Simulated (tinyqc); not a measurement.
A log to judge: nudged elastic band on a two-dimensional model surface. Computed by tinyqc. Command: `OMP_NUM_THREADS=1 python tinyqc.py 3031294 3031295 out.jsonl neb walk`. One thread of a shared host (Intel(R) Xeon(R) Processor @ 2.30GHz), about 0.3 s of CPU time with the checks.

V(x, y) = -A (cos kx + cos ky) - B cos kx cos ky + (C sin ky + S sin kx)(1 - cos kx), k = 2 pi/a; the atom hops from the minimum at (0, 0) to that at (a, 0).

Inputs (values chosen for the exercise, for a model surface):

| quantity | value | unit |
|---|---|---|
| amplitude A | 0.3 | eV |
| amplitude B | 0.083 | eV |
| skew C | 0.096 | eV |
| asymmetry S | -0.034 | eV |
| period a | 3.3 | angstrom |
| movable images n | 6 | - |
| spring constant k_s | 0.7 | eV/angstrom^2 |
| step factor eta | 0.0086 | angstrom^2/eV |
| iteration cap | 100 | - |

Surface: adatom on a square lattice. Climbing image: on.

Method:
- Newton steps x(new) = x - H^-1 grad V (moves limited to 0.3 angstrom) from (0, 0), (a, 0) and (a/2, 0) give the two minima and the saddle.
- Tangent at image i: towards the higher neighbour if the energies rise or fall through i; at a maximum or minimum, tau = t+ dmax + t- dmin if V(i+1) > V(i-1), else t+ dmin + t- dmax, with t+ = R(i+1) - R(i), t- = R(i) - R(i-1) and dmax, dmin the larger and smaller of |V(i+1) - V(i)| and |V(i-1) - V(i)|; then normalise. Force F = -grad V + (grad V.tau) tau + k_s (|t+| - |t-|) tau.
- With a climbing image, the highest image feels instead F = -grad V + 2 (grad V.tau) tau and no spring.
- Update R(new) = R + eta F; the end points stay fixed.
- Start on the straight line; stop when the largest force is below 1e-4 or above 1e6 eV/angstrom.

Course of the band:

| iteration | highest image (eV) | largest force (eV/angstrom) |
|---|---|---|
| 1 | 0.756114 | 0.410039 |
| 2 | 0.755484 | 0.406483 |
| 3 | 0.754853 | 0.402959 |
| 4 | 0.754223 | 0.399467 |
| 5 | 0.753593 | 0.396007 |
| 6 | 0.752963 | 0.392579 |
| 7 | 0.752335 | 0.389181 |
| 8 | 0.751708 | 0.385813 |
| 9 | 0.751083 | 0.382476 |
| ... | ... | ... |
| 92 | 0.714975 | 0.184608 |
| 93 | 0.714737 | 0.182967 |
| 94 | 0.714503 | 0.181340 |
| 95 | 0.714272 | 0.179727 |
| 96 | 0.714045 | 0.178128 |
| 97 | 0.713822 | 0.176542 |
| 98 | 0.713602 | 0.174970 |
| 99 | 0.713386 | 0.173412 |
| 100 | 0.713173 | 0.171867 |

Band at the end:

| image | x (angstrom) | y (angstrom) | E (eV) |
|---|---|---|---|
| 0 | 0.00000 | 0.000000 | 0.000000 |
| 1 | 0.46519 | -0.066494 | 0.129363 |
| 2 | 0.92970 | -0.152222 | 0.397875 |
| 3 | 1.38730 | -0.207497 | 0.636595 |
| 4 | 1.79193 | -0.214365 | 0.713173 |
| 5 | 2.34119 | -0.157259 | 0.497684 |
| 6 | 2.83030 | -0.072550 | 0.151541 |
| 7 | 3.30000 | 0.000000 | 0.000000 |

Can the last value be used, and what does the course show?

No. Not converged within 100 iterations: the residual falls at every step, but slowly, by a factor of about 0.991 a step. Reruns converge with step factor eta = 0.21, iteration cap = 600. Reruns still fail with step factor eta = 0.0014, iteration cap = 600; and with iteration cap = 600.
